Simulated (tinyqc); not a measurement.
Worked calculation: space-charge-limited current through a thin insulating or semi-insulating film with traps. Computed by tinyqc, a small Python program that keeps every step. Command: `OMP_NUM_THREADS=1 python tinyqc.py 3020028 3020029 out.jsonl sclc walk`. One thread of a shared host (Intel(R) Xeon(R) Processor @ 2.30GHz), about 0.01 s of CPU time with the checks. Intermediate numbers are printed to about 5 digits and carried at full precision; extremes and crossings named in words are read from the listed rows.

One ohmic injecting contact at x = 0 (field zero), drift only, non-degenerate free carriers.

Inputs (values chosen for the exercise, modelled on semi-insulating GaAs):

| quantity | value | unit |
|---|---|---|
| permittivity eps | 12.9 | - |
| band mobility mu | 3700 | cm^2/(V s) |
| effective density of states N_c | 4.6e+17 | 1/cm^3 |
| trap density N_t | 1.4e+17 | 1/cm^3 |
| equilibrium Fermi level below the band edge, E_0 | 0.78 | eV |
| thickness d | 390 | nm |
| free density at the anode, in units of N_c | 5.5e-09 | - |
| temperature T | 300 | K |
| characteristic temperature T_c | 500 | K |

Traps: exponential tail.

Constants: k_B = 8.617333262e-05 eV/K; e = 1.602176634e-19 C; eps_0 = 8.8541878128e-12 F/m.

## Equilibrium and landmark voltages

Free density n_0 = N_c exp(-E_0/k_B T) in equilibrium; trapped density n_t(n) = N_t (n/N_c)^(T/T_c) (the low-temperature form). theta = n/(n + n_t) at the anode density; trap-filled-limit voltage V_TFL = e (N_t - n_t(n_0)) d^2/(2 eps eps_0).

n_0 = 36252 1/cm^3

n_t(n_0) = 1.9234e+09 1/cm^3

theta = 0.0016295

V_TFL = 14.935 V

## One point of the curve

J = e mu n F and (eps eps_0/e) dF/dx = n - n_0 + n_t(n) - n_t(n_0) = rho(n). With F = J/(e mu n): d = (eps eps_0 J/(e^2 mu)) I_1 and V = (eps eps_0 J^2/(e^3 mu^2)) I_2, I_k = int_(n_L)^infinity dn/(n^(k+1) rho(n)), n_L the density at the anode; with u = n_L/n, 200 Gauss-Legendre points in t, u = 1 - (1 - t)^2. Anode field J/(e mu n_L); Mott-Gurney current (9/8) eps eps_0 mu V^2/d^3; ohmic current e n_0 mu V/d.

I_1 = 1.5917e-22 cm^6

I_2 = 3.8729e-32 cm^9

current density J = 2.0375e-05 A/cm^2

voltage V = 3.2615e-04 V

anode field over mean field V/d = 1.6244

trap-free Mott-Gurney current = 0.0085258 A/cm^2

ohmic current = 1.7972e-10 A/cm^2

J is 0.00239 times the trap-free law and 113000 times the ohmic current; theta is 0.00163. The field ratio is 1 for ohmic flow, 3/2 for the square law and 2 for a uniform fixed charge; here 1.62. Caution: V is below 10 k_B T/e, where diffusion from the contact, left out here, dominates.

## The whole curve

The last column is d ln J/d ln V up to the next row.

Current against voltage:

| n_L (1/cm^3) | V (V) | J (A/cm^2) | slope |
|---|---|---|---|
| 3.80e+04 | 8.3695e-08 | 5.9826e-14 | 1.9372 |
| 4.80e+05 | 1.6391e-06 | 1.9038e-11 | 2.5551 |
| 6.00e+06 | 8.4057e-06 | 1.2406e-09 | 2.6424 |
| 7.50e+07 | 3.9198e-05 | 7.2547e-08 | 2.6603 |
| 9.40e+08 | 1.7980e-04 | 4.1732e-06 | 2.6622 |
| 1.20e+10 | 8.3209e-04 | 2.4651e-04 | 2.6574 |
| 1.50e+11 | 3.8178e-03 | 1.4127e-02 | 2.6424 |
| 1.90e+12 | 1.7891e-02 | 8.3686e-01 | 2.6051 |
| 2.30e+13 | 8.4330e-02 | 4.7513e+01 | 2.5246 |
| 2.90e+14 | 4.4147e-01 | 3.1028e+03 | 2.3883 |
| 3.70e+15 | 2.7288e+00 | 2.4049e+05 | 2.2317 |
| 4.60e+16 | 2.0796e+01 | 2.2361e+07 | - |

The slope starts at 1.94, peaks at 2.7 between 1.80e-4 and 8.32e-4 V and ends at 2.23. Rows below 0.26 V (10 k_B T/e) are formal, since diffusion from the contact rules there. Self-heating is left out, although J V exceeds 1e5 W/cm^2 at the last row. The last rows ignore velocity saturation (mu V/d above 1e7 cm/s). An exponential tail gives the power law T_c/T + 1 = 2.67, which the middle rows approach.

Checks made by the program: trap-free limit against the Mott-Gurney law (relative difference 5e-08).
